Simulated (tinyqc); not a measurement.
Worked calculation: RHF in the 6-31g basis, for H4, spin multiplicity 1. One step of it, computed by the program tinyqc.

Problem. Iteration 1: diagonalisation and new density. Diagonalise F' = X^T F X, C = X C', fill 2 alpha and 2 beta electrons from the bottom; D = 2 C_occ C_occ^T. Each column has its largest component positive (the first on a tie).

Fock matrix F (hartree):
```
,1H 1s,1H 2s,2H 1s,2H 2s,3H 1s,3H 2s,4H 1s,4H 2s
1H 1s,-0.045231,-0.369748,-0.312649,-0.310403,-0.040287,-0.102030,-0.027343,-0.068100
1H 2s,-0.369748,-0.297448,-0.266612,-0.280930,-0.043527,-0.092924,-0.072350,-0.081577
2H 1s,-0.312649,-0.266612,-0.067996,-0.332945,-0.045637,-0.081383,-0.018455,-0.095395
2H 2s,-0.310403,-0.280930,-0.332945,-0.248670,-0.036762,-0.089329,-0.066937,-0.087025
3H 1s,-0.040287,-0.043527,-0.045637,-0.036762,0.164546,-0.217735,-0.261756,-0.164539
3H 2s,-0.102030,-0.092924,-0.081383,-0.089329,-0.217735,-0.042315,-0.155464,-0.063229
4H 1s,-0.027343,-0.072350,-0.018455,-0.066937,-0.261756,-0.155464,0.348373,-0.078282
4H 2s,-0.068100,-0.081577,-0.095395,-0.087025,-0.164539,-0.063229,-0.078282,0.001212
```

X:
```
,1,2,3,4,5,6,7,8
1H 1s,-0.481011,-0.523528,-0.604676,0.615503,0.551975,0.494709,0.247653,0.154668
1H 2s,1.579812,1.088542,0.639197,-0.411320,0.168062,0.237927,0.234278,0.231447
2H 1s,0.481011,0.523528,-0.604676,0.615503,-0.551975,-0.494709,0.247653,0.154668
2H 2s,-1.579812,-1.088542,0.639197,-0.411320,-0.168062,-0.237927,0.234278,0.231447
3H 1s,0.481011,-0.523528,0.604676,0.615503,-0.551975,0.494709,-0.247653,0.154668
3H 2s,-1.579812,1.088542,-0.639197,-0.411320,-0.168062,0.237927,-0.234278,0.231447
4H 1s,-0.481011,0.523528,0.604676,0.615503,0.551975,-0.494709,-0.247653,0.154668
4H 2s,1.579812,-1.088542,-0.639197,-0.411320,0.168062,-0.237927,-0.234278,0.231447
```

Give: F' = X^T F X; orbital energies; coefficients C; D after iteration 1.

Solution.

F' = X^T F X (hartree):
```
,1,2,3,4,5,6,7,8
1,0.7288,-0.0637,0.0624,0.0655,-0.4134,0.0405,-0.0183,0.0194
2,-0.0637,0.7027,-0.0862,-0.0268,0.0299,-0.4494,-0.0071,-0.0160
3,0.0624,-0.0862,0.6155,0.1104,-0.0642,-0.0346,-0.0353,-0.0134
4,0.0655,-0.0268,0.1104,0.5286,0.0934,-0.0417,-0.0171,-0.1023
5,-0.4134,0.0299,-0.0642,0.0934,0.4568,-0.1803,-0.0611,0.0269
6,0.0405,-0.4494,-0.0346,-0.0417,-0.1803,0.3551,0.0413,-0.0458
7,-0.0183,-0.0071,-0.0353,-0.0171,-0.0611,0.0413,-0.2155,-0.1437
8,0.0194,-0.0160,-0.0134,-0.1023,0.0269,-0.0458,-0.1437,-0.3064
```

orbital energies (hartree): MO1 -0.4230, MO2 -0.1403, MO3 -0.0347, MO4 0.2061, MO5 0.4808, MO6 0.7089, MO7 0.8901, MO8 1.1776

coefficients C:
```
,MO1,MO2,MO3,MO4,MO5,MO6,MO7,MO8
1H 1s,0.3254,-0.0319,0.1229,-0.1015,-0.8428,0.0109,-1.0112,0.1386
1H 2s,0.3426,-0.2303,1.2192,0.5183,0.3907,0.0539,1.4747,-0.4427
2H 1s,0.2972,-0.0153,-0.3889,-0.2652,-0.7894,-0.1681,0.9599,0.0414
2H 2s,0.2533,-0.0326,-1.0315,-0.2990,1.0408,0.3193,-1.4124,0.2307
3H 1s,0.0544,0.3960,0.0095,-0.2149,-0.1008,0.6652,0.0081,-1.1071
3H 2s,0.0610,0.6117,0.1125,-1.0903,0.3404,-0.8289,-0.2988,1.4072
4H 1s,0.0655,0.2619,0.0564,0.0051,0.0356,0.9946,0.1298,0.8951
4H 2s,-0.0641,-0.0411,-0.2313,1.5321,-0.5397,-0.6183,0.1862,-1.1562
```

D after iteration 1:
```
,1H 1s,1H 2s,2H 1s,2H 2s,3H 1s,3H 2s,4H 1s,4H 2s
1H 1s,0.2138,0.2377,0.1944,0.1669,0.0101,0.0007,0.0259,-0.0391
1H 2s,0.2377,0.3409,0.2107,0.1886,-0.1451,-0.2400,-0.0758,-0.0250
2H 1s,0.1944,0.2107,0.1771,0.1516,0.0202,0.0175,0.0309,-0.0368
2H 2s,0.1669,0.1886,0.1516,0.1304,0.0018,-0.0090,0.0161,-0.0298
3H 1s,0.0101,-0.1451,0.0202,0.0018,0.3196,0.4911,0.2146,-0.0395
3H 2s,0.0007,-0.2400,0.0175,-0.0090,0.4911,0.7558,0.3285,-0.0581
4H 1s,0.0259,-0.0758,0.0309,0.0161,0.2146,0.3285,0.1458,-0.0299
4H 2s,-0.0391,-0.0250,-0.0368,-0.0298,-0.0395,-0.0581,-0.0299,0.0116
```
